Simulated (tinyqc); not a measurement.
Inside a calculation: strain-driven crossing of the Gamma and L valleys in a germanium-like crystal alloyed with tin. Values are carried at full precision from step to step, so a last printed digit may differ when a step is redone from the rounded ones.

With tin the unstrained gaps become E(y) = (1 - y) E + y EgS - CS y (1 - y); all other values are kept.
Constants: kB = 8.617333262e-05 eV/K; hc = 1239.841984 eV nm.

Values chosen for the exercise (near those of Ge, gaps at low temperature; the results hold for these values, not for the real material):
- Eg = 0.89 eV (gap at Gamma to the s-like level)
- EgL = 0.741 eV (gap to L)
- EgS = (-0.388, 0.132) eV (Gamma and L gaps of the tin end)
- CS = (2.88, 1.18) eV (bowing of the Gamma and L gaps)
- y = 0.06 (tin fraction)
- C11 = 126.5 GPa
- C12 = 48.5 GPa
- C44 = 67.9 GPa
- load = biaxial (111) (kind of strain)
- e0 = 0.0162 (size of the strain)
- Dso = 0.291 eV (spin-orbit splitting)
- ac = -8.29 eV (conduction deformation potential)
- av = 1.26 eV (valence hydrostatic potential)
- b = -2.56 eV (tetragonal shear potential)
- d = -5.29 eV (trigonal shear potential)
- aL = -1.74 eV (hydrostatic potential of the L edge, Xd + Xu/3)
- XuL = 16.32 eV (uniaxial potential, L)
- mG = 0.039 m0 (mass at Gamma)
- mL = 0.572 m0 (density-of-states mass of the four L valleys together)
- T = 300 K (temperature)

## Gaps of the unstrained alloy

Give both gaps, their difference, and the y at which they cross (the root of a quadratic between 0 and 0.3).

Gamma and L gaps (eV): [0.6509, 0.6379]

Gamma - L = 0.0130 eV
crossing y = 0.0660

Without strain the alloy is indirect.

## The strain tensor for a biaxial (111) load

Biaxial loads: e0 is the in-plane strain e_par and the normal is free. (001): e_perp = -2 (C12/C11) e_par; exx = eyy = e_par, ezz = e_perp, no shear. (111): e_perp = -(2 C11 + 4 C12 - 4 C44)/(C11 + 2 C12 + 4 C44) e_par; exx = eyy = ezz = (2 e_par + e_perp)/3 and exy = eyz = ezx = (e_perp - e_par)/3. (110): e_perp = -(C11 + 3 C12 - 2 C44)/(C11 + C12 + 2 C44) e_par; exx = eyy = (e_par + e_perp)/2, ezz = e_par, exy = (e_perp - e_par)/2, eyz = ezx = 0. Uniaxial loads: a stress along n, scaled so that n.e.n = e0, with exx = s11 sxx + s12 (syy + szz), exy = s44 sxy/2, s11 = (C11 + C12)/((C11 - C12)(C11 + 2 C12)), s12 = -C12/((C11 - C12)(C11 + 2 C12)), s44 = 1/C44.

Form the tensor and its trace.

strain tensor in the cubic axes, rows x, y, z and columns alike:
```
[[0.008887, -0.007313, -0.007313],
 [-0.007313, 0.008887, -0.007313],
 [-0.007313, -0.007313, 0.008887]]
```

tr(e) = 0.026661

## Band edges

Edges from the unstrained valence top: Gamma at Eg + ac tr(e); an L valley with unit axis u at EgL + aL tr(e) + XuL (u.e.u - tr(e)/3), u along [111], [1-1-1], [-11-1], [-1-11]; valence edges are the levels of the 6 x 6 matrix of X, Y, Z times spin with -Dso/3 + l exx + m (eyy + ezz) on the diagonal (cyclic), n exy off it, l = av + 2 b, m = av - b, n = sqrt(3) d. Spin-orbit term (Dso/3) L.sigma on X, Y, Z with (L_k)_ij = -i epsilon_kij: <X+|H|Y+> = -i Dso/3, <X+|H|Z-> = Dso/3, <Y+|H|Z-> = -i Dso/3, <Z+|H|X-> = -Dso/3, <Z+|H|Y-> = i Dso/3, <X-|H|Y-> = i Dso/3, and their conjugates; + and - are the spin along z.

Give the edges and the direct and indirect gaps from the top valence edge.

Gamma edge = 0.4299 eV

L edges (eV): [111] 0.3528, [1-1-1] 0.6711, [-11-1] 0.6711, [-1-11] 0.6711

valence edges from the top (eV): [0.1241, -0.0334, -0.2809]

direct and indirect gap (eV): [0.3057, 0.2287]

The gap is indirect: Gamma lies 77 meV above the lowest L valley. The top two valence edges are 158 meV apart.

## Electrons in the Gamma valley

Non-degenerate, parabolic: share = mG^(3/2)/(mG^(3/2) + (mL^(3/2)/4) sum_i exp(-(E_Li - E_Gamma)/kT)). Also the offset at which four equal L valleys hold half of the electrons, kT ln((mL/mG)^(3/2)), and the wavelength hc/E of the direct gap.

(mL/mG)^(3/2) = 56.17
share in Gamma = 0.360 %
offset for an even split = 104.1 meV
wavelength = 4055 nm

With the L valleys as they lie here, Gamma must be 68 meV below the lowest of them to hold half of the electrons at 300 K; it lies 77 meV above. A direct gap alone is not enough.

(tinyqc, `OMP_NUM_THREADS=1 python tinyqc.py 1080888 1080889 out.jsonl`, Intel(R) Xeon(R) Processor @ 2.30GHz, 1 thread, shared host, about 0.01 s.)
